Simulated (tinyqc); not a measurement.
Mobility of a non-polar semiconductor in the relaxation-time approximation. Changing the compensation ratio C. Computed by tinyqc, a small Python program. Command: `OMP_NUM_THREADS=1 python tinyqc.py 3007836 3007837 out.jsonl rta sweep`. One thread of a shared host (Intel(R) Xeon(R) Processor @ 2.30GHz), about 0.01 s of CPU time with the checks.

Each valley is treated as a sphere of mass m_d for states and rates, with one isotropic relaxation time; the conductivity mass m_c sets the current.

Inputs (values chosen for the exercise, modelled on electrons in diamond):

| quantity | value | unit |
|---|---|---|
| longitudinal mass m_l | 1.47 | m_0 |
| transverse mass m_t | 0.283 | m_0 |
| equivalent valleys Z | 6 | - |
| non-parabolicity alpha | 0.22 | 1/eV |
| static permittivity eps_s | 5.7 | - |
| density rho | 3515 | kg/m^3 |
| sound velocity v_l | 18500 | m/s |
| acoustic deformation potential D_A | 8.7 | eV |
| phonon energy hbar w | 144 | meV |
| optical or intervalley deformation potential D_o | 8 | 1e8 eV/cm |
| final valleys Z_f | 5 | - |
| carrier density n | 2.8e+14 | 1/cm^3 |
| temperature T | 100 | K |
| neutral impurity density N_n | 6.7e+17 | 1/cm^3 |

Band: Kane. Impurity formula: Brooks-Herring. Further scattering: neutral impurities.

Constants: k_B = 8.617333262e-05 eV/K; m_0 = 9.1093837015e-31 kg; e = 1.602176634e-19 C; hbar = 1.054571817e-34 J s; eps_0 = 8.8541878128e-12 F/m; k_B = 1.380649e-23 J/K; hbar = 6.582119569e-16 eV s.

Method:
- m_d = (m_l m_t^2)^(1/3); 1/m_c = (1/m_l + 2/m_t)/3; Hall mass factor A = 3 K_m (K_m + 2)/(2 K_m + 1)^2, K_m = m_l/m_t; N_I = n (1 + C)/(1 - C).
- Kane band: hbar^2 k^2/(2 m) = E (1 + alpha E), speed v = hbar k/(m (1 + 2 alpha E)), states per spin, volume and energy g(E) = m k (1 + 2 alpha E)/(2 pi^2 hbar^2); overlap factors are set to 1. Here m = m_d. Masses are multiplied by m_0 and all formulas are in SI units.
- The reduced Fermi level eta = E_F/(k_B T) solves n = 2 Z int g f dE with f = 1/(1 + exp(x - eta)) (Z = 1 unless valleys are given); screening length L_s = sqrt(eps_s eps_0 k_B T/(e^2 dn/deta)), dn/deta = 2 Z int g f (1 - f) dE.
- Integrals over x = E/(k_B T) use 160 Gauss-Legendre points in u = sqrt(x) from 0 to sqrt(max(eta, 0) + 32).
- Phonon occupation N_q = 1/(exp(hbar w/(k_B T)) - 1).
- Acoustic deformation potential (elastic, equipartition, absorption and emission together): 1/tau = 2 pi k_B T D_A^2 g(E)/(hbar rho v_l^2).
- Optical or intervalley deformation potential: 1/tau = (pi Z_f D_o^2/(rho w)) [N_q g(E + hbar w) + (N_q + 1) g(E - hbar w)], with g = 0 below the band edge.
- Each optical term is multiplied by (1 - f(E'))/(1 - f(E)), E' the final energy, for Pauli blocking.
- Singly charged impurities, momentum relaxation: 1/tau = N_I e^4 m (1 + 2 alpha E) Phi/(8 pi (eps_s eps_0)^2 hbar^3 k^3), with alpha = 0 for a parabolic band.
- Brooks-Herring: Phi = ln(1 + b) - b/(1 + b), b = 4 k^2 L_s^2.
- Neutral impurities (Erginsoy): 1/tau = 20 N_n a_B hbar/m, a_B = 4 pi eps_s eps_0 hbar^2/(m e^2).
- mu = (m_d/m_c) (2 Z e/(3 n k_B T)) int g v^2 tau f (1 - f) dE.
- Averages over x are split at the emission threshold x_0 = hbar w/(k_B T): 64 Gauss-Legendre points in sqrt(x) below it and 128 in sqrt(x - x_0) above it, up to x = max(eta, 0) + 32.
- Rates are added at each energy before the average. With <y> = int g v^2 y f (1 - f) dE: Hall factor r_H = A (3 n k_B T/(2 Z m_d)) <tau^2/(1 + 2 alpha E)>/<tau>^2 (alpha = 0 for a parabolic band); Hall mobility r_H mu; |S| = (k_B/e) (<x tau>/<tau> - eta); resistivity 1/(n e mu).

One run for each value:

| compensation ratio C | drift mobility mu (cm^2/(V s)) | ionised impurity mobility (cm^2/(V s)) | Hall factor r_H | Seebeck coefficient \|S\| (microvolt/K) |
|---|---|---|---|---|
| 0.00 | 2029.5 | 79099 | 0.86801 | 1122.3 |
| 0.10 | 2005.8 | 64717 | 0.86919 | 1123.4 |
| 0.25 | 1961.7 | 47459 | 0.87171 | 1125.4 |
| 0.40 | 1902.1 | 33899 | 0.87572 | 1128.2 |
| 0.55 | 1815.8 | 22964 | 0.88262 | 1132.1 |
| 0.70 | 1675.7 | 13959 | 0.89626 | 1138.4 |
| 0.80 | 1515.1 | 8789 | 0.91541 | 1145.6 |
| 0.90 | 1205.2 | 4163 | 0.96365 | 1160.0 |

Describe and explain the trends.

Over the rows, drift mobility mu (cm^2/(V s)) falls from 2030 to 1210; ionised impurity mobility (cm^2/(V s)) falls from 79100 to 4160; Hall factor r_H rises from 0.868 to 0.964. Compensation adds scatterers without adding carriers or screening: N_I/n grows from 1 to 19, and mu keeps 59 % of its first value.

Caution (all rows): Erginsoy's formula holds for k a_B below about 0.5 and for dopants that stay neutral, which means low temperature; elsewhere it is only a rough constant rate. Caution (all rows): n is taken as given; at low temperature (in diamond even at 300 K) real dopants can freeze out, which changes n and N_I.
